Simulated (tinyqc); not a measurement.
# Channel mobility from two channel lengths

Problem. Two power MOSFETs differ only in channel length: R_on = R_rest + Lc (Wp + a)/(2 mch Cox Vov), Cox = 3.9 eps0/tox. Find mch and R_rest.

Values chosen for this exercise: gate oxide thickness (eps_r 3.9) tox = 44 nm; gate overdrive Vov = 10 V; width of the p body in one cell, channels included Wp = 5.1 um; gap between neighbouring p bodies a = 3.7 um.

Constants: eps0 = 8.8541878128e-14 F/cm where lengths are in cm. Results are converted to the units shown.

R_on at Lc = 0.67 and 1.9 um (mohm cm^2): 6.2477229  10.557722

Solution. R_on is a straight line in Lc; its slope gives mch and its intercept the rest.

mch = 16.00 cm^2/(V s)
R_rest = 3.900 mohm cm^2

tinyqc, about 0.01 s, one thread, Intel Xeon 2.30GHz (shared host): `OMP_NUM_THREADS=1 python tinyqc.py 2230055 2230056 out.jsonl`
